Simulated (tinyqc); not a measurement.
From results back to parameters: Weaire-Thorpe hybrids on a Bethe lattice: gap and dangling bond of an amorphous tetrahedral solid. Three cases, with inputs chosen for the exercise.

Problem. In the Weaire-Thorpe model the two p-like peaks lie at -V2 + V1 and V2 + V1, and the guaranteed gap is 2 V2 - 4 V1. The peak positions come from hidden V1 and V2.

Find: V1, V2; guaranteed gap; lowest possible level -3 V1 - V2.

Method. The mean of the peaks is V1 and half their distance V2.

Case 1.

peaks (eV): bonding -8.560, antibonding 12.600

Solution.

V1, V2 (eV): 2.02  10.58

guaranteed gap = 13.08 eV
lowest possible level -3 V1 - V2 = -16.64 eV

Case 2.

peaks (eV): bonding -2.800, antibonding 6.360

Solution.

V1, V2 (eV): 1.78  4.58

guaranteed gap = 2.04 eV
lowest possible level -3 V1 - V2 = -9.92 eV

Case 3.

peaks (eV): bonding -2.640, antibonding 6.140

Solution.

V1, V2 (eV): 1.75  4.39

guaranteed gap = 1.78 eV
lowest possible level -3 V1 - V2 = -9.64 eV

Computed by tinyqc, one run a case: `OMP_NUM_THREADS=1 python tinyqc.py N N+1 out.jsonl` with N = 1450246, 1450289, 1450414; one thread of a shared Intel(R) Xeon(R) Processor @ 2.30GHz, about 0.04 s a run at most.
